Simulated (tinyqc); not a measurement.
# Circular transfer-length structure, step by step

Numbers from tinyqc (`OMP_NUM_THREADS=1 python tinyqc.py 2760007 2760008 out.jsonl`; about 0.01 s on one thread of a shared Intel Xeon 2.30GHz). Printed values are rounded.

A disc contact of radius r0 and a very wide ring contact from r1 = r0 + sp outwards lie on a thin layer; the metal has no resistance and the sheet resistance under the contacts equals Rsh.

Parameters, values chosen for the exercise:
- Rsh = 2900 ohm/sq (sheet resistance of the semiconductor layer)
- rc = 2.2e-7 ohm cm^2 (specific contact resistivity)
- r0 = 1.3 um (radius of the inner contact)
- sp = 1.1 um (gap between the contacts)

## The three parts of the resistance

Transfer length Lt = sqrt(rc/Rsh). R = (Rsh/2 pi) [(Lt/r0) I0(r0/Lt)/I1(r0/Lt) + ln(r1/r0) + (Lt/r1) K0(r1/Lt)/K1(r1/Lt)] with modified Bessel functions; for r0 >> Lt both ratios tend to 1.

Lt = 0.0870988 um
I0/I1 = 1.03531
K0/K1 = 0.982331
inner contact = 32.0152 ohm
gap = 282.978 ohm
outer contact = 16.4542 ohm
R = 331.447 ohm

The contacts make up 14.6 % of R.

## The large-radius form

Transfer length Lt = sqrt(rc/Rsh). R = (Rsh/2 pi) [(Lt/r0) I0(r0/Lt)/I1(r0/Lt) + ln(r1/r0) + (Lt/r1) K0(r1/Lt)/K1(r1/Lt)] with modified Bessel functions; for r0 >> Lt both ratios tend to 1. Large radius: R = (Rsh/2 pi) [Lt (1/r0 + 1/r1) + ln(r1/r0)], and linearised for sp << r0: Rsh (sp + 2 Lt)/(2 pi r0).

large-radius R = 330.652 ohm
linearised R = 452.389 ohm

Against the Bessel form the first is 0.24 % below it and the second 36 % above it.
